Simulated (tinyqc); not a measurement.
## Doping from the ideality factor

Question. For thermionic-field emission over a Schottky barrier the ideality factor is n = u coth(u) with u = E00/Vt and E00 = (hbar/2) sqrt(Nd/(me m0 eps0 eps_r)) in SI units (volts). Find u, E00 and Nd.

Parameters, values chosen for the exercise; band and dielectric values those of a made-up semiconductor:
- T = 400 K (temperature)
- me = 0.0533 m0 (electron mass)
- eps_r = 15 (relative permittivity)

Constants: q = 1.602176634e-19 C, kB = 1.380649e-23 J/K, eps0 = 8.8541878128e-12 F/m, hbar = 1.054571817e-34 J s, m0 = 9.1093837015e-31 kg, Vt = kB T/q. Results are converted to the units shown.

n = 2.5867612

Answer. u coth(u) rises steadily from 1, so n fixes u; the definition of E00 then gives Nd.

u = 2.56
E00 = 88.1 meV
Nd = 1.80e19 cm^-3

tinyqc, about 0.04 s, one thread, Intel Xeon 2.30GHz (shared host): `OMP_NUM_THREADS=1 python tinyqc.py 2640079 2640080 out.jsonl`
